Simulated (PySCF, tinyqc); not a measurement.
Inside a calculation (part 1 of 2). Method: CCSD on RHF in the 3-21g basis, for H3-, spin multiplicity 1. The basis has no diffuse functions, so it cannot describe the extra electron: this is an exercise in the method, not the real anion. The lowest restricted solution is unstable here: a spin-polarised one lies 0.0591 hartree lower (PySCF). Computed by tinyqc, a small Python program that keeps every step (integrals from PySCF). Settings: charge = -1, multiplicity = 1, basis = 3-21g, method = RHF, energy threshold = 1e-10, iteration cap = 83, orthogonalisation = symmetric, start = Wolfsberg-Helmholz matrix, DIIS depth = 6, amplitude equations = CCSD, DIIS depth for amplitudes = 6, cap on updates = 59. Command: `OMP_NUM_THREADS=1 python tinyqc.py 27871 27872 out.jsonl` (the two numbers bound the seeds that draw the settings). One thread of a shared host (Intel(R) Xeon(R) Processor @ 2.60GHz), about 0.4 s of CPU time with the checks. The early iterations of the SCF are left out here.

## One-electron integrals

Geometry (angstrom):
```
atom         x         y         z
H     0.000000  0.000000  0.000000
H     0.000000  0.000000  1.057000
H     0.000000  1.007000  0.528000
```

Basis 3-21g: exponents (1/bohr^2) and contraction coefficients of normalised primitives:
```
element  l (shell)  exponent  coefficient
H            s (1)  5.447178     0.156285
H            s (1)  0.824547     0.904691
H            s (2)  0.183192     1.000000
```

Overlap, kinetic and nuclear-attraction integrals over the contracted functions; the nuclear repulsion is the sum of Za Zb / Rab.

nuclear repulsion = 1.43125814 hartree

overlap S, order 1H 1s, 1H 2s, 2H 1s, 2H 2s, 3H 1s, 3H 2s:
$$\begin{pmatrix}
1.000000 & 0.645899 & 0.167016 & 0.353299 & 0.127762 & 0.321355 \\
0.645899 & 1.000000 & 0.353299 & 0.693887 & 0.321355 & 0.655158 \\
0.167016 & 0.353299 & 1.000000 & 0.645899 & 0.127557 & 0.321172 \\
0.353299 & 0.693887 & 0.645899 & 1.000000 & 0.321172 & 0.654931 \\
0.127762 & 0.321355 & 0.127557 & 0.321172 & 1.000000 & 0.645899 \\
0.321355 & 0.655158 & 0.321172 & 0.654931 & 0.645899 & 1.000000
\end{pmatrix}$$

kinetic energy T (hartree), order 1H 1s, 1H 2s, 2H 1s, 2H 2s, 3H 1s, 3H 2s:
$$\begin{pmatrix}
1.549405 & 0.293152 & -0.036436 & 0.095704 & -0.055482 & 0.077830 \\
0.293152 & 0.274788 & 0.095704 & 0.144218 & 0.077830 & 0.129276 \\
-0.036436 & 0.095704 & 1.549405 & 0.293152 & -0.055557 & 0.077730 \\
0.095704 & 0.144218 & 0.293152 & 0.274788 & 0.077730 & 0.129189 \\
-0.055482 & 0.077830 & -0.055557 & 0.077730 & 1.549405 & 0.293152 \\
0.077830 & 0.129276 & 0.077730 & 0.129189 & 0.293152 & 0.274788
\end{pmatrix}$$

nuclear attraction V (hartree), order 1H 1s, 1H 2s, 2H 1s, 2H 2s, 3H 1s, 3H 2s:
$$\begin{pmatrix}
-2.686809 & -1.404575 & -0.409191 & -0.794150 & -0.304148 & -0.720387 \\
-1.404575 & -1.574689 & -0.794099 & -1.170984 & -0.711487 & -1.104922 \\
-0.409191 & -0.794099 & -2.686619 & -1.404455 & -0.303614 & -0.719922 \\
-0.794150 & -1.170984 & -1.404455 & -1.574563 & -0.711072 & -1.104540 \\
-0.304148 & -0.711487 & -0.303614 & -0.711072 & -2.651463 & -1.382447 \\
-0.720387 & -1.104922 & -0.719922 & -1.104540 & -1.382447 & -1.552373
\end{pmatrix}$$

core Hamiltonian H = T + V (hartree), order 1H 1s, 1H 2s, 2H 1s, 2H 2s, 3H 1s, 3H 2s:
$$\begin{pmatrix}
-1.137404 & -1.111423 & -0.445627 & -0.698447 & -0.359629 & -0.642557 \\
-1.111423 & -1.299901 & -0.698396 & -1.026766 & -0.633656 & -0.975646 \\
-0.445627 & -0.698396 & -1.137214 & -1.111303 & -0.359171 & -0.642191 \\
-0.698447 & -1.026766 & -1.111303 & -1.299775 & -0.633342 & -0.975351 \\
-0.359629 & -0.633656 & -0.359171 & -0.633342 & -1.102058 & -1.089295 \\
-0.642557 & -0.975646 & -0.642191 & -0.975351 & -1.089295 & -1.277585
\end{pmatrix}$$

## Two-electron integrals

Functions are numbered as in S; the eight-fold symmetry (ij|kl) = (ji|kl) = (kl|ij) leaves the list below.

Two-electron integrals (ij|kl) in chemists' order, unique and non-zero (hartree):
```
(11|11) 1.140145   (21|11) 0.611403   (21|21) 0.345152   (22|11) 0.626370
(22|21) 0.380329   (22|22) 0.482957   (31|11) 0.138105   (31|21) 0.080773
(31|22) 0.093880   (31|31) 0.028652   (32|11) 0.202074   (32|21) 0.125604
(32|22) 0.166107   (32|31) 0.048988   (32|32) 0.102643   (33|11) 0.497006
(33|21) 0.316487   (33|22) 0.441947   (33|31) 0.138105   (33|32) 0.324516
(33|33) 1.140145   (41|11) 0.324516   (41|21) 0.184450   (41|22) 0.205590
(41|31) 0.048988   (41|32) 0.078161   (41|33) 0.202074   (41|41) 0.102643
(42|11) 0.393840   (42|21) 0.241793   (42|22) 0.315778   (42|31) 0.071641
(42|32) 0.138781   (42|33) 0.393840   (42|41) 0.138781   (42|42) 0.232533
(43|11) 0.316487   (43|21) 0.200225   (43|22) 0.277836   (43|31) 0.080773
(43|32) 0.184450   (43|33) 0.611403   (43|41) 0.125604   (43|42) 0.241793
(43|43) 0.345152   (44|11) 0.441947   (44|21) 0.277836   (44|22) 0.387173
(44|31) 0.093880   (44|32) 0.205590   (44|33) 0.626370   (44|41) 0.166107
(44|42) 0.315778   (44|43) 0.380329   (44|44) 0.482957   (51|11) 0.101763
(51|21) 0.060021   (51|22) 0.070766   (51|31) 0.016526   (51|32) 0.027378
(51|33) 0.070371   (51|41) 0.034067   (51|42) 0.049058   (51|43) 0.044295
(51|44) 0.059745   (51|51) 0.016713   (52|11) 0.173835   (52|21) 0.108787
(52|22) 0.146457   (52|31) 0.031337   (52|32) 0.059402   (52|33) 0.159899
(52|41) 0.062598   (52|42) 0.106574   (52|43) 0.100984   (52|44) 0.139476
(52|51) 0.033585   (52|52) 0.084847   (53|11) 0.070286   (53|21) 0.044240
(53|22) 0.059662   (53|31) 0.016503   (53|32) 0.034010   (53|33) 0.101578
(53|41) 0.027342   (53|42) 0.048983   (53|43) 0.059914   (53|44) 0.070646
(53|51) 0.013038   (53|52) 0.031427   (53|53) 0.016659   (54|11) 0.159873
(54|21) 0.100963   (54|22) 0.139431   (54|31) 0.031322   (54|32) 0.062551
(54|33) 0.173679   (54|41) 0.059385   (54|42) 0.106517   (54|43) 0.108694
(54|44) 0.146347   (54|51) 0.031465   (54|52) 0.083102   (54|53) 0.033509
(54|54) 0.084750   (55|11) 0.463531   (55|21) 0.296571   (55|22) 0.422576
(55|31) 0.086426   (55|32) 0.171977   (55|33) 0.463348   (55|41) 0.172022
(55|42) 0.315205   (55|43) 0.296460   (55|44) 0.422465   (55|51) 0.101763
(55|52) 0.293797   (55|53) 0.101578   (55|54) 0.293622   (55|55) 1.140145
(61|11) 0.293797   (61|21) 0.167165   (61|22) 0.186655   (61|31) 0.041578
(61|32) 0.065784   (61|33) 0.167659   (61|41) 0.091168   (61|42) 0.122294
(61|43) 0.105383   (61|44) 0.143496   (61|51) 0.033585   (61|52) 0.062393
(61|53) 0.025191   (61|54) 0.058011   (61|55) 0.173835   (61|61) 0.084847
(62|11) 0.366414   (62|21) 0.225310   (62|22) 0.295458   (62|31) 0.060568
(62|32) 0.112936   (62|33) 0.308626   (62|41) 0.125478   (62|42) 0.205003
(62|43) 0.192978   (62|44) 0.264774   (62|51) 0.051717   (62|52) 0.118476
(62|53) 0.046913   (62|54) 0.114931   (62|55) 0.366414   (62|61) 0.118476
(62|62) 0.207300   (63|11) 0.167588   (63|21) 0.105337   (63|22) 0.143426
(63|31) 0.041559   (63|32) 0.091117   (63|33) 0.293622   (63|41) 0.065755
(63|42) 0.122229   (63|43) 0.167066   (63|44) 0.186547   (63|51) 0.025211
(63|52) 0.057994   (63|53) 0.033509   (63|54) 0.062309   (63|55) 0.173679
(63|61) 0.056716   (63|62) 0.103380   (63|63) 0.084750   (64|11) 0.308588
(64|21) 0.192951   (64|22) 0.264721   (64|31) 0.060552   (64|32) 0.125432
(64|33) 0.366255   (64|41) 0.112916   (64|42) 0.204944   (64|43) 0.225214
(64|44) 0.295340   (64|51) 0.046972   (64|52) 0.114949   (64|53) 0.051616
(64|54) 0.118363   (64|55) 0.366255   (64|61) 0.103416   (64|62) 0.195270
(64|63) 0.118363   (64|64) 0.207157   (65|11) 0.296571   (65|21) 0.188646
(65|22) 0.266589   (65|31) 0.054762   (65|32) 0.108841   (65|33) 0.296460
(65|41) 0.108867   (65|42) 0.197710   (65|43) 0.188581   (65|44) 0.266524
(65|51) 0.060021   (65|52) 0.167165   (65|53) 0.059914   (65|54) 0.167066
(65|55) 0.611403   (65|61) 0.108787   (65|62) 0.225310   (65|63) 0.108694
(65|64) 0.225214   (65|65) 0.345152   (66|11) 0.422576   (66|21) 0.266589
(66|22) 0.375394   (66|31) 0.075376   (66|32) 0.151299   (66|33) 0.422465
(66|41) 0.151324   (66|42) 0.273703   (66|43) 0.266524   (66|44) 0.375326
(66|51) 0.070766   (66|52) 0.186655   (66|53) 0.070646   (66|54) 0.186547
(66|55) 0.626370   (66|61) 0.146457   (66|62) 0.295458   (66|63) 0.146347
(66|64) 0.295340   (66|65) 0.380329   (66|66) 0.482957
```

## Orthogonalisation

S = U s U^T; symmetric (Loewdin) form X = U s^(-1/2) U^T, so that X^T S X = 1.

eigenvalues of S: [0.175832, 0.195003, 0.396787, 0.963264, 1.047953, 3.221161]

X, order 1H 1s, 1H 2s, 2H 1s, 2H 2s, 3H 1s, 3H 2s:
$$\begin{pmatrix}
1.244150 & -0.497991 & -0.000730 & 0.009589 & 0.015861 & 0.012051 \\
-0.497991 & 1.706127 & 0.009556 & -0.452852 & 0.007294 & -0.378207 \\
-0.000730 & 0.009556 & 1.244149 & -0.497969 & 0.015939 & 0.012046 \\
0.009589 & -0.452852 & -0.497969 & 1.705778 & 0.007322 & -0.377767 \\
0.015861 & 0.007294 & 0.015939 & 0.007322 & 1.243842 & -0.495348 \\
0.012051 & -0.378207 & 0.012046 & -0.377767 & -0.495348 & 1.645733
\end{pmatrix}$$

## Starting guess

The start is the generalised Wolfsberg-Helmholz matrix (K = 1.75) built on H; D = 2 C_occ C_occ^T.

D at the start, order 1H 1s, 1H 2s, 2H 1s, 2H 2s, 3H 1s, 3H 2s:
$$\begin{pmatrix}
0.285827 & 0.197217 & 0.287959 & 0.198327 & -0.473966 & -0.203316 \\
0.197217 & 0.252131 & 0.198112 & 0.252567 & -0.166933 & 0.054490 \\
0.287959 & 0.198112 & 0.290110 & 0.199232 & -0.478297 & -0.205800 \\
0.198327 & 0.252567 & 0.199232 & 0.253009 & -0.169229 & 0.053147 \\
-0.473966 & -0.166933 & -0.478297 & -0.169229 & 1.006803 & 0.605842 \\
-0.203316 & 0.054490 & -0.205800 & 0.053147 & 0.605842 & 0.471522
\end{pmatrix}$$

## Iteration 9 (converged): orbitals

converged F (hartree), order 1H 1s, 1H 2s, 2H 1s, 2H 2s, 3H 1s, 3H 2s:
$$\begin{pmatrix}
0.517149 & -0.233125 & -0.325134 & -0.301337 & -0.196843 & -0.221964 \\
-0.233125 & -0.080604 & -0.301789 & -0.222707 & -0.190064 & -0.158108 \\
-0.325134 & -0.301789 & 0.516476 & -0.233345 & -0.198680 & -0.223737 \\
-0.301337 & -0.222707 & -0.233345 & -0.080994 & -0.191359 & -0.159380 \\
-0.196843 & -0.190064 & -0.198680 & -0.191359 & 0.621151 & -0.209087 \\
-0.221964 & -0.158108 & -0.223737 & -0.159380 & -0.209087 & -0.049384
\end{pmatrix}$$

Diagonalise F' = X^T F X, C = X C', fill 2 alpha and 2 beta electrons from the bottom; D = 2 C_occ C_occ^T. Each column has its largest component positive (the first on a tie).

F' = X^T F X (hartree):
$$\begin{pmatrix}
1.055150 & -0.616877 & -0.200339 & -0.130027 & -0.075588 & -0.057133 \\
-0.616877 & 0.536215 & -0.130242 & -0.192227 & -0.045838 & -0.096527 \\
-0.200339 & -0.130242 & 1.054168 & -0.615862 & -0.076709 & -0.058705 \\
-0.130027 & -0.192227 & -0.615862 & 0.536352 & -0.047277 & -0.098260 \\
-0.075588 & -0.045838 & -0.076709 & -0.047277 & 1.193098 & -0.708050 \\
-0.057133 & -0.096527 & -0.058705 & -0.098260 & -0.708050 & 0.521839
\end{pmatrix}$$

orbital energies (hartree): MO1 -0.295086, MO2 0.178996, MO3 0.438848, MO4 1.379134, MO5 1.544679, MO6 1.650250

coefficients C, order 1H 1s, 1H 2s, 2H 1s, 2H 2s, 3H 1s, 3H 2s:
$$\begin{pmatrix}
0.215805 & -0.083563 & -0.141824 & 0.897226 & -0.943765 & 0.164370 \\
0.306833 & -0.541258 & -1.123889 & -0.736191 & 1.092472 & -0.348453 \\
0.216403 & -0.081013 & 0.142574 & 0.905818 & 0.936048 & 0.161111 \\
0.308427 & -0.523968 & 1.131505 & -0.745855 & -1.086719 & -0.344017 \\
0.142942 & 0.202335 & -0.001393 & 0.250681 & -0.003397 & -1.291858 \\
0.149497 & 1.201615 & -0.009316 & 0.068423 & 0.001580 & 1.329980
\end{pmatrix}$$

D after iteration 9, order 1H 1s, 1H 2s, 2H 1s, 2H 2s, 3H 1s, 3H 2s:
$$\begin{pmatrix}
0.107109 & 0.222890 & 0.106941 & 0.220689 & 0.027880 & -0.136297 \\
0.222890 & 0.774213 & 0.220497 & 0.756475 & -0.131313 & -1.209027 \\
0.106941 & 0.220497 & 0.106786 & 0.218385 & 0.029082 & -0.129990 \\
0.220689 & 0.756475 & 0.218385 & 0.739340 & -0.123860 & -1.166999 \\
0.027880 & -0.131313 & 0.029082 & -0.123860 & 0.122744 & 0.528997 \\
-0.136297 & -1.209027 & -0.129990 & -1.166999 & 0.528997 & 2.932457
\end{pmatrix}$$

## Convergence

Stop when the energy changes by less than 1e-10 hartree and every element of the error matrix X^T (F D S - S D F) X is below 3e-06.

Course of the cycle:
```
iteration  E (hartree)     change  largest element of the error matrix
1          -0.64892417          -                             7.36e-01
2          -1.28506264  -6.36e-01                             9.42e-02
3          -1.29991587  -1.49e-02                             1.16e-02
4          -1.30013163  -2.16e-04                             6.96e-04
5          -1.30013288  -1.25e-06                             1.15e-04
6          -1.30013313  -2.51e-07                             1.16e-04
7          -1.30012987   3.26e-06                             4.14e-05
8          -1.30012968   1.90e-07                             7.60e-06
9          -1.30012968  -1.23e-11                             2.06e-07
```

PySCF RHF in the same basis = -1.30012968 hartree

Converged in 9 iterations.

## Populations, bond orders and dipole

Mulliken: Z minus the diagonal of D S on the atom; Loewdin: the same with S^(1/2) D S^(1/2); Mayer order: 2 sum_s sum (D(s) S)_ij (D(s) S)_ji over the two atoms.

Charges (e):
```
atom   Mulliken    Loewdin
1H     0.006647  -0.005788
2H     0.015248   0.005517
3H    -1.021896  -0.999729
```

Mayer bond orders:
```
pair      order
2-1    1.055388
3-1   -0.134953
3-2   -0.130961
```

dipole moment about the origin, x y z (debye): [0.000000, -4.953957, -2.513371]

## Integrals over molecular orbitals

(pq|rs) = sum C_ip C_jq C_kr C_ls (ij|kl), one index at a time.

one-electron integrals over orbitals h = C^T H C (hartree):
$$\begin{pmatrix}
-1.585394 & -0.043510 & 0.000869 & -0.196426 & 0.001132 & 0.079096 \\
-0.043510 & -1.029903 & 0.000329 & 0.078106 & -0.001729 & 0.239031 \\
0.000869 & 0.000329 & -0.987441 & -0.001616 & -0.261248 & -0.001670 \\
-0.196426 & 0.078106 & -0.001616 & -0.219525 & 0.000276 & 0.000896 \\
0.001132 & -0.001729 & -0.261248 & 0.000276 & -0.178890 & -0.000211 \\
0.079096 & 0.239031 & -0.001670 & 0.000896 & -0.000211 & -0.180225
\end{pmatrix}$$

Two-electron integrals over orbitals (pq|rs), unique and non-zero (hartree):
```
(11|11) 0.538574    (21|11) -0.020262   (21|21) 0.082038    (22|11) 0.416886
(22|21) 0.063772    (22|22) 0.457164    (31|11) 0.000278    (31|21) 0.000104
(31|22) -0.001134   (31|31) 0.102534    (32|11) 0.000153    (32|21) -0.001122
(32|22) -0.000531   (32|31) -0.036820   (32|32) 0.026226    (33|11) 0.439489
(33|21) -0.039939   (33|22) 0.338036    (33|31) 0.000667    (33|32) 0.000347
(33|33) 0.420245    (41|11) 0.108170    (41|21) -0.020105   (41|22) 0.041338
(41|31) 0.000460    (41|32) 0.000078    (41|33) 0.064905    (41|41) 0.077418
(42|11) -0.036963   (42|21) -0.005579   (42|22) -0.024285   (42|31) 0.000033
(42|32) 0.000031    (42|33) -0.019606   (42|41) -0.028171   (42|42) 0.020665
(43|11) 0.000763    (43|21) 0.000028    (43|22) 0.000291    (43|31) 0.012652
(43|32) -0.004415   (43|33) 0.000467    (43|41) 0.000741    (43|42) -0.000020
(43|43) 0.040857    (44|11) 0.493385    (44|21) -0.057261   (44|22) 0.354986
(44|31) 0.001511    (44|32) 0.000184    (44|33) 0.425684    (44|41) 0.109156
(44|42) -0.032858   (44|43) 0.001110    (44|44) 0.500090    (51|11) -0.000275
(51|21) 0.000455    (51|22) -0.000682   (51|31) 0.066071    (51|32) -0.026558
(51|33) 0.000071    (51|41) 0.000194    (51|42) 0.000315    (51|43) 0.048304
(51|44) 0.000699    (51|51) 0.087228    (52|11) 0.000882    (52|21) -0.000506
(52|22) 0.000420    (52|31) -0.029312   (52|32) 0.007631    (52|33) 0.000545
(52|41) 0.000476    (52|42) -0.000366   (52|43) -0.019283   (52|44) 0.000584
(52|51) -0.034875   (52|52) 0.018388    (53|11) 0.119826    (53|21) -0.028245
(53|22) 0.047649    (53|31) 0.000309    (53|32) 0.000228    (53|33) 0.074095
(53|41) 0.073870    (53|42) -0.026560   (53|43) 0.000432    (53|44) 0.121995
(53|51) -0.000254   (53|52) 0.000699    (53|53) 0.082671    (54|11) 0.000503
(54|21) 0.000785    (54|22) -0.000727   (54|31) 0.122920    (54|32) -0.047771
(54|33) 0.000723    (54|41) 0.000826    (54|42) 0.000052    (54|43) 0.044145
(54|44) 0.002062    (54|51) 0.114532    (54|52) -0.048012   (54|53) 0.000303
(54|54) 0.192107    (55|11) 0.543294    (55|21) -0.067786   (55|22) 0.371298
(55|31) -0.000586   (55|32) 0.001221    (55|33) 0.466682    (55|41) 0.152237
(55|42) -0.052205   (55|43) 0.000629    (55|44) 0.553120    (55|51) -0.001448
(55|52) 0.001816    (55|53) 0.161272    (55|54) -0.001151   (55|55) 0.639686
(61|11) -0.015489   (61|21) -0.040461   (61|22) -0.051436   (61|31) 0.000258
(61|32) 0.000511    (61|33) 0.007330    (61|41) 0.006766    (61|42) -0.008648
(61|43) 0.000038    (61|44) 0.012541    (61|51) -0.000034   (61|52) 0.000289
(61|53) 0.010806    (61|54) -0.000058   (61|55) 0.021893    (61|61) 0.049567
(62|11) -0.093448   (62|21) -0.039265   (62|22) -0.092595   (62|31) 0.000563
(62|32) 0.000340    (62|33) -0.043829   (62|41) -0.030008   (62|42) 0.003273
(62|43) -0.000025   (62|44) -0.055088   (62|51) 0.000436    (62|52) -0.000121
(62|53) -0.025294   (62|54) 0.000305    (62|55) -0.065265   (62|61) 0.061693
(62|62) 0.109198    (63|11) 0.000562    (63|21) 0.000526    (63|22) 0.000572
(63|31) 0.022056    (63|32) -0.004271   (63|33) 0.000234    (63|41) 0.000186
(63|42) 0.000038    (63|43) 0.006406    (63|44) 0.000478    (63|51) 0.017019
(63|52) -0.009683   (63|53) 0.000085    (63|54) 0.029493    (63|55) -0.000044
(63|61) -0.000530   (63|62) -0.000732   (63|63) 0.009023    (64|11) 0.023142
(64|21) -0.035683   (64|22) -0.018570   (64|31) 0.000179    (64|32) 0.000387
(64|33) 0.024781    (64|41) 0.021035    (64|42) -0.001573   (64|43) 0.000103
(64|44) 0.042089    (64|51) -0.000081   (64|52) 0.000262    (64|53) 0.024120
(64|54) -0.000038   (64|55) 0.053535    (64|61) 0.018150    (64|62) 0.013445
(64|63) -0.000179   (64|64) 0.020981    (65|11) -0.000156   (65|21) 0.000687
(65|22) 0.000184    (65|31) 0.024066    (65|32) -0.013000   (65|33) -0.000162
(65|41) -0.000086   (65|42) 0.000128    (65|43) 0.015563    (65|44) -0.000113
(65|51) 0.030261    (65|52) -0.010445   (65|53) -0.000302   (65|54) 0.042723
(65|55) -0.001021   (65|61) -0.000399   (65|62) -0.000282   (65|63) 0.004322
(65|64) -0.000293   (65|65) 0.012668    (66|11) 0.462684    (66|21) 0.130589
(66|22) 0.531936    (66|31) -0.001191   (66|32) -0.001495   (66|33) 0.338924
(66|41) 0.056061    (66|42) -0.024953   (66|43) 0.000315    (66|44) 0.357301
(66|51) -0.000595   (66|52) 0.000144    (66|53) 0.050664    (66|54) -0.000192
(66|55) 0.375247    (66|61) -0.128394   (66|62) -0.206668   (66|63) 0.001524
(66|64) -0.052254   (66|65) 0.000949    (66|66) 0.781422
```

## CCSD: starting amplitudes

t_ij^ab = <ij||ab> / (e_i + e_j - e_a - e_b), whose energy is MP2.

Starting amplitudes (spin orbitals 1a, 1b, ...; amplitudes related by a flip of all spins are not repeated; the 24 largest):
```
from      to          t
1a 1b  3a 3b  -0.069852
2a 2b  3a 3b  -0.050462
2a 2b  6a 6b  -0.037110
1a 2b  3a 3b   0.037050
1a 1b  3a 5b  -0.025671
1a 1b  5a 5b  -0.023706
1a 1b  4a 4b  -0.023121
1a 2b  6a 6b  -0.018057
1a 2b  3a 5b   0.013961
1a 1b  6a 6b  -0.012740
1a 2b  3b 5a  -0.012649
1a 2b  5a 5b   0.010880
1a 2b  4a 4b   0.009801
1a 2b  4a 6b   0.009540
2a 2b  4a 4b  -0.008609
1a 2a  4a 6a   0.006791
2a 2b  5a 5b  -0.006732
2a 2b  3a 5b  -0.004695
1a 2b  4b 6a  -0.002749
1a 1b  4a 6b  -0.001869
1a 2a  3a 5a   0.001312
2a 2b  4a 6b  -0.001225
1a 2b  3a 6b  -0.000255
1a 2b  3b 6a   0.000232
```

correlation energy = -0.02950270 hartree

## CCSD: amplitude update 1

t_i^a D_i^a and t_ij^ab D_ij^ab are set to the remaining terms of the spin-orbital equations, evaluated with the old amplitudes; for the doubles these are <ij||ab> + 1/2 <ab||ef> t_ij^ef + 1/2 <mn||ij> t_mn^ab + P(ij)P(ab) <mb||ej> t_im^ae + terms in t^2 + terms with t1, D the orbital-energy denominators.

Amplitudes after update 1 (spin orbitals 1a, 1b, ...; amplitudes related by a flip of all spins are not repeated; the 24 largest):
```
from      to          t
1a 1b  3a 3b  -0.097236
2a 2b  3a 3b  -0.093112
1a 2b  3a 3b   0.063421
2a 2b  6a 6b  -0.046529
1a 1b  3a 5b  -0.035593
1a 1b  5a 5b  -0.026729
1a 1b  4a 4b  -0.025533
1a 2b  6a 6b  -0.023212
1a 2b  3a 5b   0.020155
1a 2b  3b 5a  -0.017858
1a 1b  6a 6b  -0.015276
1a 2b  5a 5b   0.012056
1a 2b  4a 6b   0.011145
1a 2b  4a 4b   0.011100
2a 2b  4a 4b  -0.008950
1a 2a  4a 6a   0.007747
2a 2b  3a 5b  -0.007172
2a 2b  5a 5b  -0.005815
1a        4a   0.005671
2a        6a  -0.004628
2a        4a  -0.004256
1a 2b  4b 6a  -0.003398
1a 2a  3a 5a   0.002298
1a 1b  4a 6b  -0.001810
```

correlation energy = -0.03988593 hartree
